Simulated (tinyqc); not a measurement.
## Activation energy from two powers

Inverse problem. P(T) = Pd + Pl (T/300 K)^2 exp[(q Ea/kB)(1/(300 K) - 1/T)]. Find Ea and Pl.

Parameters, values chosen for the exercise:

| symbol | value | unit | meaning |
|---|---|---|---|
| Pd | 1.8 | W | temperature-independent switching power |

Constants: q = 1.602176634e-19 C, kB = 1.380649e-23 J/K. Results are converted to the units shown.

P at T = 340 and 380 K (W): 2.03624843  3.57881061

Solution. Subtract Pd; the ratio of the leakage powers, divided by the T^2 factors, is an Arrhenius factor.

Ea = 0.500 eV
Pl = 0.0189 W

Computed by the program tinyqc: `OMP_NUM_THREADS=1 python tinyqc.py 2520069 2520070 out.jsonl`, one thread of a shared Intel Xeon 2.30GHz, about 0.01 s for the whole run.
